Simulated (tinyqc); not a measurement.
Valence-band offset from core levels (Kraut method), with the dipole against the affinity rule: two steps of the calculation.

Binding energies are counted downwards from the Fermi level. dEv > 0 means that the valence edge of B lies below that of A, dEc > 0 that the conduction edge of B lies above that of A; dEc + dEv = EgB - EgA. The spectra are made-up values treated as data.

Inputs (values chosen for the exercise); gaps and affinities close to those of gallium arsenide (A) and hafnium oxide (B): gap of the substrate A EgA = 1.42 eV; gap of the overlayer B EgB = 6.04 eV; core level of bare A cA = 76.84 eV; core level of thick B cB = 87 eV; valence-band maximum of thick B vB = 4.4 eV; core level of A under a thin film of B iA = 76.55 eV; core level of B in that thin film iB = 85.55 eV; background counts in the gap bg = 70.

Problem 1. Valence-band maximum of bare A. Fit a straight line to the leading edge by least squares; the maximum vA lies where it meets the background.

```
point  binding energy (eV)  counts on the leading edge
0                     1.23                         445
1                     1.35                         625
2                     1.47                         805
3                     1.59                         985
4                     1.71                        1165
5                     1.83                        1345
```

Find: slope; intercept; vA.

Solution 1.

slope = 1500.0 counts/eV
intercept = -1400.0 counts
vA = 0.98000 eV

Problem 2. Offsets. dEv = (iB - iA) - (cB - vB) + (cA - vA), dEc = EgB - EgA - dEv.

vA = 0.98 eV

Give: cA - vA; cB - vB; iB - iA; dEv; dEc.

Solution 2.

cA - vA = 75.860 eV
cB - vB = 82.600 eV
iB - iA = 9.0000 eV
dEv = 2.2600 eV
dEc = 2.3600 eV

The alignment is type I (straddling). Both offsets exceed 1 eV, the usual requirement for a gate dielectric. A rigid shift of all levels, by charging or doping, cancels in the differences.

Computed by the program tinyqc: `OMP_NUM_THREADS=1 python tinyqc.py 2410109 2410110 out.jsonl`, one thread of a shared Intel Xeon 2.30GHz, about 0.01 s for the whole run.
